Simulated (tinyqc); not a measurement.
Inside a calculation. Method: tight binding, kagome lattice. One step of it, computed by the program tinyqc.

Question. Levels at K. Diagonalise the Hermitian matrix.

H(k) at K (eV), order A, B, C:
$$\begin{pmatrix}
0.000000 & -0.945000+1.636788i & -0.945000-1.636788i \\
-0.945000-1.636788i & 0.000000 & -0.945000+1.636788i \\
-0.945000+1.636788i & -0.945000-1.636788i & 0.910000
\end{pmatrix}$$

Give: eigenvalues; weights |c|^2 of the basis functions.

Answer.

eigenvalues (eV): [-1.8900, -1.3174, 4.1174]

weights |c|^2 of the basis functions, order A, B, C:
$$\begin{pmatrix}
0.5000 & 0.2049 & 0.2951 \\
0.5000 & 0.2049 & 0.2951 \\
0.0000 & 0.5902 & 0.4098
\end{pmatrix}$$
